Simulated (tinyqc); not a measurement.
Thin-film transistor with exponential tail and deep states, accumulation layer: one step of the calculation.

An undoped film in accumulation, thicker than the space-charge layer. With band bending psi the Fermi level lies E0 - psi below the band edge. Free electrons n = n0 exp(psi/Vt) carry the current; electrons in two exponential distributions of traps, a = a0 exp(psi/Va) and d = d0 exp(psi/Vp), do not. Linear regime, ohmic contacts, traps in equilibrium.

Problem. Free and total charge, current. Va = kB Tt/q, Vp = kB Td/q. G(psi) = sum over the three kinds of c0 [V (exp(psi/V) - 1) - psi], field F = sqrt(2 q G/(eps0 eps_r)); Vg = psi + eps0 eps_r F/Ci at the surface. Total charge Q = Ci (Vg - psi_s); free charge Qf = q times the integral of n0 (exp(psi/Vt) - 1)/F over psi from 0 to psi_s; I = (W/L) mb Qf Vd; effective mobility mb Qf/Q.

Inputs (values chosen for the exercise); values close to those of amorphous indium gallium zinc oxide: temperature T = 300 K; relative permittivity of the semiconductor eps_r = 10; band mobility mb = 20 cm^2/(V s); characteristic temperature of the tail Tt = 360 K; characteristic temperature of the deep states Td = 2160 K; gate capacitance Ci = 20 nF/cm^2; ratio W/L WL = 5; drain voltage Vd = 0.05 V; gate voltage above flat band Vg = 9.3 V.

Constants: q = 1.602176634e-19 C, kB = 1.380649e-23 J/K, Vt = kB T/q, eps0 = 8.8541878128e-14 F/cm where lengths are in cm. Results are converted to the units shown.

psi_s = 0.453472233 V
n0 = 7.16884327e9 cm^-3
a0 = 1.37495671e12 cm^-3
d0 = 5.05451128e15 cm^-3

Wanted: surface densities; Q; Qf; effective mobility; I.

Solution.

surface densities (cm^-3): free 2.975e17, tail 3.066e18, deep 5.777e16
Q = 176.9 nC/cm^2
Qf = 9.655 nC/cm^2
effective mobility = 1.091 cm^2/(V s)
I = 48.27 nA

tinyqc, about 0.01 s, one thread, Intel Xeon 2.30GHz (shared host): `OMP_NUM_THREADS=1 python tinyqc.py 2610130 2610131 out.jsonl`
